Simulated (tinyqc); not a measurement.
## Charge needed for a dipole step

Two sheets of opposite charge dd apart with permittivity ei give the step D = q N dd/(eps0 ei).

Values chosen for this exercise:
- ei = 7.2 (relative permittivity inside the dipole layer)
- dd = 0.29 nm (thickness of the dipole layer)

Constants: q = 1.602176634e-19 C, eps0 = 8.8541878128e-14 F/cm where lengths are in cm. Results are converted to the units shown.

Charge needed for a dipole step:

| N (cm^-2) | D (V) | field (MV/cm) | moment (debye/nm^2, 1 D = 3.33564e-30 C m) |
|---|---|---|---|
| 1e12 | 0.0072883 | 0.25132 | 0.13929 |
| 2.7e12 | 0.019678 | 0.67857 | 0.37609 |
| 6.8e12 | 0.049561 | 1.7090 | 0.94719 |
| 1.7e13 | 0.12390 | 4.2725 | 2.3680 |
| 4.5e13 | 0.32797 | 11.309 | 6.2682 |
| 1.1e14 | 0.80171 | 27.645 | 15.322 |
| 2.9e14 | 2.1136 | 72.883 | 40.395 |

D is proportional to N, 0.1 V for 1.37e13 cm^-2. The same sheet as an uncompensated charge under 1 nm of a dielectric of permittivity 3.9 would shift the flat band by 0.637 V, and that shift would grow with thickness, which a dipole step does not. For N = 1.1e14, 2.9e14 the field exceeds 20 MV/cm; it acts over one bond length, where the sheet picture is only a bookkeeping device.

tinyqc, about 0.01 s, one thread, Intel Xeon 2.30GHz (shared host): `OMP_NUM_THREADS=1 python tinyqc.py 2410149 2410150 out.jsonl`
